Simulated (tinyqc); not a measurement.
# Undoped gate-all-around wire MOSFET, analytic charge model: two studies

An undoped round wire of radius R under an insulator shell and a surrounding gate; long channel, electrons only, n = ni exp((psi - V)/Vt) with V the quasi-Fermi potential (0 at the source, Vd at the drain), constant mobility, no quantisation. The radial Poisson equation gives n(r) = n(0)/(1 - (1 - b) r^2/R^2)^2 with b = Q0/(Q + Q0). Q is the electron charge per area of the wire surface.

Parameters, values chosen for the exercise; material values close to those of silicon: temperature T = 350 K; band gap Eg = 1.11 eV; relative permittivity of the semiconductor eps_r = 11.8; conduction-band density of states at T Nc = 3.55e19 cm^-3; valence-band density of states at T Nv = 3.3e19 cm^-3; relative permittivity of the gate insulator eox = 21.8; insulator thickness tox = 8.5 nm; wire radius R = 4 nm; gate work function less that of the intrinsic body dphi = 0.02 V; channel mobility mu = 180 cm^2/(V s); gate length L = 0.1 um; drain voltage Vd = 1 V.

Constants: q = 1.602176634e-19 C, kB = 1.380649e-23 J/K, Vt = kB T/q, eps0 = 8.8541878128e-14 F/cm where lengths are in cm. Results are converted to the units shown.

Each table varies one quantity; the others keep the values above.

## Transfer curve and volume inversion

ni = sqrt(Nc Nv) exp(-Eg/(2 Vt)), Eg in volts; Cox = eps0 eox/(R ln(1 + tox/R)); Q0 = 4 eps0 eps_r Vt/R; V0 = dphi + Vt ln[8 eps0 eps_r Vt/(q ni R^2)]. Q solves Vg - V0 - V = Q/Cox + Vt ln(Q/Q0) + Vt ln(1 + Q/Q0). I = mu (2 pi R/L)[2 Vt (Qs - Qd) + (Qs^2 - Qd^2)/(2 Cox) + Vt Q0 ln((Qd + Q0)/(Qs + Q0))], with Qs at V = 0 and Qd at V = Vd. The drop is psi(surface) - psi(centre) at the source end; C = dQs/dVg, Cg = Cox, drop = 2 Vt ln(1 + Qs/Q0); gm = dI/dVg.

Result of one run:
```
Vg (V)  Qs (nC/cm^2)  drop (mV)     C/Cg  I (uA)  gm/I (1/V)
1.14          2054.9     121.71  0.89601  27.292      3.4061
```

What becomes of these results when the gate voltage Vg is changed from 1.14 to 0.39 V, all else the same?

Result of the changed run:
```
Vg (V)  Qs (nC/cm^2)  drop (mV)      C/Cg     I (uA)  gm/I (1/V)
0.39          2.3183    0.44215  0.017699  0.0032034      32.739
```

The whole series:
```
Vg (V)  Qs (nC/cm^2)  drop (mV)       C/Cg     I (uA)  gm/I (1/V)
0.24        0.016453  0.0031494  1.2879e-4  2.2451e-5      33.153
0.39          2.3183    0.44215   0.017699  0.0032034      32.739
0.54          108.89     17.904    0.40416    0.23287      21.154
0.69          476.05     55.530    0.69942     2.1137      10.189
0.84          960.60     84.349    0.81097     6.9486      6.2540
0.99          1494.7     105.44    0.86503     15.260      4.4311
1.14          2054.9     121.71    0.89601     27.292      3.4061
1.29          2630.8     134.83    0.91583     43.183      2.7559
1.44          3217.1     145.78    0.92949     63.004      2.3021
```

The current rises from 2.25e-5 to 63.0 uA. In the first row gm/I is 33.2 1/V, within 0.01 % of 1/Vt: with no depletion charge the whole body follows the gate, and the swing is ideal. The drop between surface and centre goes from 0.0031 to 146 mV and passes Vt at Vg = 0.69 V among the rows; below that the density varies across the body by less than a factor of e (volume inversion). C reaches 0.93 of Cg in the last row. For Vg = 0.69 to 1.44 V the surface density at the source passes 0.3 Nc, where Boltzmann statistics fail. For Vg = 0.84 to 1.44 V mu V/L, with V the smaller of Vd and Vg - V0, passes 3e6 cm/s, so velocity saturation would lower the current. In every row the body is thin enough for quantum confinement, left out here, to raise the threshold.

## Effect of the wire radius

I = mu (2 pi R/L)[2 Vt (Qs - Qd) + (Qs^2 - Qd^2)/(2 Cox) + Vt Q0 ln((Qd + Q0)/(Qs + Q0))], with Qs at V = 0 and Qd at V = Vd.  I(low) is taken at Vg = 0.29 V, Qs and I(high) at Vg = 1.04 V.

Result of one run:
```
R (nm)  V0 (V)  I(low) (nA)  Qs(high) (nC/cm^2)  I(high) (uA)
3.7     0.5421       0.1008                1725         17.83
```

What becomes of these results when the wire radius R is changed from 3.7 to 2.6 nm, all else the same?

Result of the changed run:
```
R (nm)  V0 (V)  I(low) (nA)  Qs(high) (nC/cm^2)  I(high) (uA)
2.6     0.5634      0.04977                1971         13.97
```

The whole series:
```
R (nm)  V0 (V)  I(low) (nA)  Qs(high) (nC/cm^2)  I(high) (uA)
1.3     0.6052      0.01244                2677         8.973
1.9     0.5823      0.02658                2249         11.37
2.6     0.5634      0.04977                1971         13.97
3.7     0.5421       0.1008                1725         17.83
5.1     0.5227       0.1914                1551         22.53
7.1     0.5028       0.3708                1411         29.04
10      0.4821       0.7350                1300         38.29
```

As R goes from 1.3 to 10 nm, I(low) rises from 0.0124 to 0.735 nA and I(high) rises from 8.97 to 38.3 uA. On average I(low) goes as R^(2.00) and I(high) goes as R^(0.71). Below threshold the charge is proportional to the cross-section of the body; above it the insulator sets the charge. In every row the surface density at the source at the higher gate voltage passes 0.3 Nc, where Boltzmann statistics fail. In every row mu V/L at the higher gate voltage, with V the smaller of Vd and Vg - V0, passes 3e6 cm/s, so velocity saturation would lower the current. For R = 1.3 to 5.1 nm the body is thin enough for quantum confinement, left out here, to raise the threshold.

Program tinyqc, `OMP_NUM_THREADS=1 python tinyqc.py 2460159 2460160 out.jsonl`; Intel Xeon 2.30GHz, shared host, one thread, about 0.03 s.
